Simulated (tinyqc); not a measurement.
# Changing the transverse mass m_t

Model: donor in an ellipsoidal valley (Kohn-Luttinger variational method). Computed by tinyqc, a small Python program. Command: `OMP_NUM_THREADS=1 python tinyqc.py 3026684 3026685 out.jsonl kohnlutt sweep`. One thread of a shared host (Intel(R) Xeon(R) Processor @ 2.30GHz), about 0.09 s of CPU time with the checks.

H = -(d^2/dx^2 + d^2/dy^2) - gamma d^2/dz^2 - 2/r in units built on m_t, with gamma = m_t/m_l and z along the valley axis. One valley; no valley-orbit or central-cell term.

Inputs (values chosen for the exercise, for a model semiconductor): longitudinal mass m_l = 7.43 m_0; dielectric constant eps = 8.55.

Constants: Ry = 13.605693123 eV; a_0 = 0.529177210903 angstrom.

Method:
- Ry* = Ry m_t/eps^2, a* = a_0 eps/m_t, gamma = m_t/m_l.
- Trial function exp(-sqrt((x^2 + y^2)/a^2 + z^2/b^2)) with beta = b/a < 1: E = t/a^2 - u/a, t = (2 + gamma/beta^2)/3, u = 2 arcsin(sqrt(1 - beta^2))/sqrt(1 - beta^2); the best a is 2 t/u and E(beta) = -u^2/(4 t).
- Golden-section search on beta from 0.05 to 0.999, 60 steps.
- Gaussian basis: g = P exp(-al (x^2 + y^2) - be z^2) with P = 1 (s-like), z (2p0) or x (2p+-); al = 0.004 x 2.6^k, k = 0..11, and be/al = 1, gamma^(-1/2) or 1/gamma (36 functions); 1/r = (2/sqrt(pi)) int exp(-t^2 r^2) dt by 48 Gauss-Legendre points after t = sqrt(al_i + al_j) tan(theta); overlap eigenvalues below 1e-10 are dropped.

One run for each value; columns: (1) transverse mass m_t (m_0); (2) 1s binding energy, trial function (meV); (3) 2p0 binding energy (meV); (4) 2p+- binding energy (meV); (5) radius a of the 1s trial function (angstrom); (6) radius b of the 1s trial function (angstrom):
```
(1)      (2)     (3)     (4)     (5)     (6)
0.25   103.6   54.32   17.61  10.754  3.2949
0.39   150.4   73.09   26.64   7.226  2.5788
0.61   217.0   96.99   40.18   4.872  2.0282
0.95   309.0  126.32   59.96   3.317  1.6097
1.50   440.1  163.05   89.93   2.247  1.2780
2.30   606.4  203.71  130.42   1.571  1.0374
3.70   855.7  256.12  195.28   1.063  0.8299
5.70  1156.3  309.99  279.09   0.751  0.6833
```

Over the rows, 1s binding energy, trial function (meV) rises from 104 to 1160 (exponent d ln y / d ln x 0.84 between the first rows and 0.70 between the last); 2p0 binding energy (meV) rises from 54.3 to 310 (exponent d ln y / d ln x 0.67 between the first rows and 0.44 between the last); 2p+- binding energy (meV) rises from 17.6 to 279 (exponent d ln y / d ln x 0.93 between the first rows and 0.83 between the last).

Caution (all rows): the short radius is only a few bond lengths, so the envelope approximation is rough. Caution (rows 0.390, 0.610, 0.950, 1.50, 2.30, 3.70, 5.70): a* is only a few bond lengths, so central-cell and valley-orbit terms are large.

Extremes, crossings and ranges named in words are read from the listed rows.
